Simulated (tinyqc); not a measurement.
Floating body of a partially depleted SOI transistor: body voltage and kink: two steps of the calculation.

Source at 0 V. Channel current Ic = 2 nf K Vt^2 [F(0) - F(Vd)](1 + la Vd), F(V) = ln^2(1 + exp((Vg - VT - nf V)/(2 nf Vt))), VT = VT0 - gb Vb. Saturation voltage Vs = 2 Vt sqrt(F(0)) + 3 Vt, excess Ve = (Vd - Vs + sqrt((Vd - Vs)^2 + 0.0004 V^2))/2, multiplication M1 = Ai Ve exp(-Bl/Ve). Each junction passes D(v) = J1 (exp(v/Vt) - 1) + J2 (exp(v/(2 Vt)) - 1). Bipolar current Ib = bb J1 (exp(Vb/Vt) - 1). The body settles where M1 (Ic + Ib) = D(Vb) + D(Vb - Vd) + Vb/Rb; drain current Id = (1 + M1)(Ic + Ib) - D(Vb - Vd).

Values chosen for this exercise; values of the order met in partially depleted silicon-on-insulator transistors:
- T = 398 K (temperature)
- VT0 = 0.39 V (threshold at zero body voltage)
- gb = 0.17 (fall of the threshold per volt of body voltage)
- nf = 1.46 (slope factor)
- K = 150 uA/(V^2 um) (gain factor per width)
- la = 0.04 1/V (channel-length modulation factor)
- Ai = 2.05 1/V (impact-ionisation prefactor)
- Bl = 8 V (impact-ionisation voltage)
- J1 = 3.9e-10 uA/um (diffusion saturation current of each junction)
- J2 = 1.7e-7 uA/um (recombination saturation current of each junction)
- bb = 3 (gain of the lateral bipolar transistor on the diffusion current)
- Rb = 1e9 kohm um (resistance of a weak body tie to the source (1e9 stands for no tie, and the term is then dropped))
- Vg = 0.7 V (gate voltage)
- Vd = 1.6 V (drain voltage)

Constants: q = 1.602176634e-19 C, kB = 1.380649e-23 J/K, Vt = kB T/q. Results are converted to the units shown.

Problem 1. New Vb. Current into the body I_in = M1 (Ic + Ib) - D(Vb - Vd), current out I_out = D(Vb) + Vb/Rb; f = ln(I_in/I_out), s = df/dVb by central differences over 1e-5 V, Vb(new) = Vb - f/s.

Vb after iteration 1 = 0.62604479 V

Wanted: Ic; Ve; M1; I_in; I_out; f; s; Vb after iteration 2.

Solution 1.

Ic = 9.549 uA/um
Ve = 1.211 V
M1 = 0.003355
I_in = 0.03237 uA/um
I_out = 0.03456 uA/um
f = -0.06572
s = -28.13 1/V
Vb after iteration 2 = 0.6237 V

Problem 2. Drain current with floating and with grounded body. Id and VT at the converged Vb, Id at Vb = 0, their ratio, and the bipolar share Ib/(Ic + Ib).

converged Vb = 0.62370794 V

Give: VT; Id, floating; Id, grounded; ratio; bipolar share.

Solution 2.

VT = 0.28397 V
Id, floating = 9.6561 uA/um
Id, grounded = 5.4315 uA/um
ratio = 1.7778
bipolar share = 0.96096 %

The body rises to 0.624 V and lowers the threshold by 106 mV.

Range of the model: The multiplication law is an empirical form chosen for the exercise; self-heating and capacitive coupling to the body are left out, and the linear laws are rough once Vb passes about 0.7 V or M1 about 0.1.

tinyqc, about 0.2 s, one thread, Intel Xeon 2.30GHz (shared host): `OMP_NUM_THREADS=1 python tinyqc.py 2182053 2182054 out.jsonl`
